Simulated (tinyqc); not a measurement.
Thermionic-field emission through a Schottky barrier, WKB: effect of temperature.

Metal on an n-type semiconductor with one parabolic valley; V > 0 is forward bias (metal positive). Energies E are counted from the conduction edge of the neutral semiconductor, whose Fermi level lies at -xi; that of the metal lies at -xi - V. The barrier is a parabola of height Vd = phi - xi - V (depletion approximation, no image force).

Nc = 2 (2 pi me m0 kB T/h^2)^1.5 (times 1e-6 for cm^-3); Nd = Nc F12(-xi/Vt), F12(x) = (2/sqrt(pi)) int_0^infinity sqrt(u)/(1 + exp(u - x)) du; E00 = (hbar/2) sqrt(Nd/(me m0 eps0 eps_r)) in SI units (volts). For E < Vd, ln T(E) = -(Vd/E00) [sqrt(1 - y) - y ln((1 + sqrt(1 - y))/sqrt(y))], y = E/Vd; T(E) = 1 above. J = A* T (q/kB) int_0^infinity T(E) N(E) dE, N = ln[(1 + exp((-xi - E)/Vt))/(1 + exp((-xi - V - E)/Vt))], A* = 4 pi q me m0 kB^2/h^3 (times 1e-4 for A/(cm^2 K^2)). The integral is converged to the digits shown; the share over the barrier is that of E > Vd, and 0 means below 1e-6 %. phi is held fixed. By a common rule of thumb, E00/Vt below 0.5 marks thermionic emission, 0.5 to 5 thermionic-field emission and above 5 field emission.

Parameters, values chosen for the exercise; band and dielectric values those of a made-up semiconductor: electron mass me = 0.117 m0; relative permittivity eps_r = 10.2; barrier height seen from the metal phi = 0.53 eV; donor density Nd = 3e19 cm^-3; bias V = 0.17 V.

Constants: q = 1.602176634e-19 C, kB = 1.380649e-23 J/K, eps0 = 8.8541878128e-12 F/m, hbar = 1.054571817e-34 J s, h = 6.62607015e-34 J s, m0 = 9.1093837015e-31 kg, Vt = kB T/q. Results are converted to the units shown.

Effect of temperature:
```
T (K)  E00/Vt  J (A/cm^2)  share over the barrier (%)  mean E/Vd
100     10.80     1.166e6                           0     0.2872
150     7.202     1.194e6                           0     0.2922
200     5.401     1.233e6                           0     0.2992
250     4.321     1.285e6                     3.78e-6     0.3080
300     3.601     1.350e6                     8.39e-5     0.3188
400     2.701     1.522e6                     4.27e-3     0.3456
500     2.160     1.755e6                      0.0462     0.3784
```

What does the table show?

J rises from 1.17e6 to 1.76e6 A/cm^2, and the mean E/Vd rises from 0.287 to 0.378, as E00/Vt falls from 10.8 (field emission) to 2.16 (thermionic-field emission). Between the first two rows J changes by a factor of 1.02, between the last two by 1.15.

Range of the model: The depletion approximation, a parabolic band and the neglect of image-force lowering make these currents estimates at high doping.

Computed by the program tinyqc: `OMP_NUM_THREADS=1 python tinyqc.py 2640055 2640056 out.jsonl`, one thread of a shared Intel Xeon 2.30GHz, about 0.02 s for the whole run.
